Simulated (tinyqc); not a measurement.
What moves the results: deformation-potential model of the Delta valleys of a conduction band. A value that a table varies takes the place of the one given here.

Valleys with axes along x, y and z, each a pair at +k and -k. Herring-Vogt shift of a valley with unit axis a: dE = Xd tr(e) + Xu a.e.a. Non-degenerate shares n_i = exp(-dE_i/kT)/sum_j exp(-dE_j/kT). Inverse mass tensor of a valley: (1 - a a)/mt + a a/ml; the masses are taken as independent of strain.

s11 = (C11 + C12)/((C11 - C12)(C11 + 2 C12)), s12 = -C12/((C11 - C12)(C11 + 2 C12)), s44 = 1/C44; exx = s11 sxx + s12 (syy + szz) and cyclic, exy = s44 sxy/2; tension is positive. A uniaxial stress X along the unit vector n is s_ij = X n_i n_j.

Constants: kB = 8.617333262e-05 eV/K.

Parameters, chosen for this exercise (near those of Si; not measured data):

| symbol | value | unit | meaning |
|---|---|---|---|
| ml | 0.888 | m0 | longitudinal mass |
| mt | 0.185 | m0 | transverse mass |
| Xd | 1.13 | eV | dilation potential |
| Xu | 9.5 | eV | uniaxial potential |
| C11 | 166.1 | GPa |  |
| C12 | 64.1 | GPa |  |
| C44 | 78.9 | GPa |  |
| load | uniaxial [100] |  | kind of stress |
| T | 300 | K | temperature |
| X1 | 0.5 | GPa | size of the stress |
| X | -0.57 | GPa | stress |

## Sweep of a uniaxial [100] stress

m_c = 1/(u.M.u) along [110] with M = sum_i n_i (inverse mass tensor); gain against zero stress at a fixed scattering time.

Results:

| X (GPa) | spread (meV) | lowest edge (meV) | n x | n y | n z | m_c (m0) | gain (%) |
|---|---|---|---|---|---|---|---|
| -1.00 | 93.1 | -76.7 | 0.948 | 0.026 | 0.026 | 0.3011 | -16.5 |
| -0.50 | 46.6 | -38.3 | 0.752 | 0.124 | 0.124 | 0.2832 | -11.3 |
| -0.20 | 18.6 | -15.3 | 0.507 | 0.247 | 0.247 | 0.2636 | -4.7 |
| 0.00 | 0.0 | 0.0 | 0.333 | 0.333 | 0.333 | 0.2513 | 0.0 |
| 0.20 | 18.6 | -3.3 | 0.196 | 0.402 | 0.402 | 0.2423 | 3.7 |
| 0.50 | 46.6 | -8.2 | 0.076 | 0.462 | 0.462 | 0.2351 | 6.9 |
| 1.00 | 93.1 | -16.4 | 0.013 | 0.493 | 0.493 | 0.2314 | 8.6 |

What can be read from the table?

Along [110] the gain is -16.5 % at -1.00 GPa and +8.6 % at 1.00 GPa. The slope at zero stress (from +/- 0.001 GPa), +21.5 % per GPa, carried to the ends would give -22 and +22 %; the response falls behind at both ends, as it saturates once the spread passes a few kT (kT = 25.9 meV, spread up to 93 meV).

## Gain for each load and current direction

Each load has the size X1. Gain m_c(0)/m_c - 1 in per cent from repopulation alone, m_c = 1/(u.M.u), M = sum_i n_i (inverse mass tensor); biaxial means sxx = syy.

Gain (%); + is tension, - compression:

| load | [100] | [010] | [001] | [110] | [1-10] | [111] |
|---|---|---|---|---|---|---|
| uniaxial [110] (+) | 11.7 | 11.7 | -23.5 | 11.7 | 11.7 | 0.0 |
| uniaxial [110] (-) | -8.8 | -8.8 | 17.7 | -8.8 | -8.8 | 0.0 |
| uniaxial [100] (+) | 27.6 | -13.8 | -13.8 | 6.9 | 6.9 | 0.0 |
| uniaxial [100] (-) | -45.0 | 22.5 | 22.5 | -11.3 | -11.3 | 0.0 |
| uniaxial [111] (+) | 0.0 | 0.0 | 0.0 | 0.0 | 0.0 | 0.0 |
| uniaxial [111] (-) | 0.0 | 0.0 | 0.0 | 0.0 | 0.0 | 0.0 |
| biaxial (001) (+) | 22.5 | 22.5 | -45.0 | 22.5 | 22.5 | 0.0 |
| biaxial (001) (-) | -13.8 | -13.8 | 27.6 | -13.8 | -13.8 | 0.0 |

What does this show, and why?

The largest gain is +27.6 %, for uniaxial [100] (+) with the current along [100] and biaxial (001) (-) with the current along [001]; for a [110] channel it is +22.5 %, under biaxial (001) (+). No gain or loss appears under uniaxial [111]: the valleys stay equivalent (in real silicon shear also changes the masses, which this model leaves out).

## Temperature and repopulation

The load is fixed; m_c along [110] as 1/(u.M.u).

Results:

| T (K) | kT (meV) | n x | n y | n z | m_c (m0) |
|---|---|---|---|---|---|
| 50 | 4.31 | 1.000 | 0.000 | 0.000 | 0.3062 |
| 77 | 6.64 | 0.999 | 0.000 | 0.000 | 0.3061 |
| 150 | 12.93 | 0.968 | 0.016 | 0.016 | 0.3030 |
| 225 | 19.39 | 0.885 | 0.057 | 0.057 | 0.2951 |
| 300 | 25.85 | 0.796 | 0.102 | 0.102 | 0.2870 |
| 400 | 34.47 | 0.700 | 0.150 | 0.150 | 0.2788 |
| 500 | 43.09 | 0.632 | 0.184 | 0.184 | 0.2732 |

What does this show, and why?

The largest share falls from 1.000 at 50 K to 0.632 at 500 K (equal shares: 0.333); m_c goes from 0.3062 to 0.2732, against 0.2513 without stress. Only spread/kT enters, so the small-stress response goes as 1/T.

## What each parameter does

Spread of the valley edges, lowest edge, largest share and m_c along [110]. Each row changes one parameter from the base and keeps the others.

Results:

| case | spread (meV) | lowest edge (meV) | largest share | m_c (m0) |
|---|---|---|---|---|
| base | 53.09 | -43.71 | 0.7958 | 0.2870 |
| ml = 0.71 m0 | 53.09 | -43.71 | 0.7958 | 0.2769 |
| mt = 0.148 m0 | 53.09 | -43.71 | 0.7958 | 0.2365 |
| Xd = 0.904 eV | 53.09 | -43.28 | 0.7958 | 0.2870 |
| Xu = 11.4 eV | 63.71 | -52.02 | 0.8546 | 0.2923 |
| C11 = 132.88 GPa | 78.73 | -61.87 | 0.9131 | 0.2977 |
| C12 = 76.92 GPa | 60.72 | -48.13 | 0.8396 | 0.2909 |
| C44 = 63.12 GPa | 53.09 | -43.71 | 0.7958 | 0.2870 |
| X = -0.684 GPa | 63.71 | -52.46 | 0.8546 | 0.2923 |
| T = 240 K | 53.09 | -43.71 | 0.8669 | 0.2934 |

How do the results move?

The largest shifts from the base row, up to three for each result and ties (the steps differ in size, so this ranks the rows, not the parameters). spread (meV): C11 +25.64, X +10.62, Xu +10.62; unchanged at the printed digits by ml, mt, Xd, C44 and T. lowest edge (meV): C11 -18.15, X -8.74, Xu -8.31; unchanged at the printed digits by ml, mt, C44 and T. largest share: C11 +0.1173, T +0.0711, Xu +0.0588, X +0.0588; unchanged at the printed digits by ml, mt, Xd and C44. m_c (m0): mt -0.0505, C11 +0.0107, ml -0.0101; unchanged at the printed digits by Xd and C44. Xd moves all valleys together, so it shifts the edge and nothing else.

(tinyqc, `OMP_NUM_THREADS=1 python tinyqc.py 1080489 1080490 out.jsonl`, Intel(R) Xeon(R) Processor @ 2.30GHz, 1 thread, shared host, about 0.03 s.)
